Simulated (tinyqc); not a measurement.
## Well width from the intersubband spacing

Problem. In an empty well of width L and depth Vb, level k solves kw L/2 = (k - 1) pi/2 + arctan(sqrt((mw/mb)(Vb - E)/E)) with kw = sqrt(mw E/C), C = hbar^2/(2 m0). Find L, E1 and E2 from the spacing.

Values chosen for this exercise; material values close to those of In0.53Ga0.47As in InP: mass along z in the well mw = 0.0408 m0; mass along z in the barriers mb = 0.0816 m0; barrier height Vb = 0.253 eV.

Constants: q = 1.602176634e-19 C, hbar = 1.054571817e-34 J s, m0 = 9.1093837015e-31 kg, hbar^2/(2 m0) = 0.0380998212 eV nm^2. Results are converted to the units shown.

E2 - E1 = 21.669651 meV

Solution. Both levels are solved for trial widths until their difference matches. A second level is bound only for L above 6.04 nm, and over that range one width gives this spacing.

L = 30.4 nm
E1 = 7.19 meV
E2 = 28.9 meV

Computed by the program tinyqc: `OMP_NUM_THREADS=1 python tinyqc.py 2140107 2140108 out.jsonl`, one thread of a shared Intel Xeon 2.30GHz, about 0.2 s for the whole run.
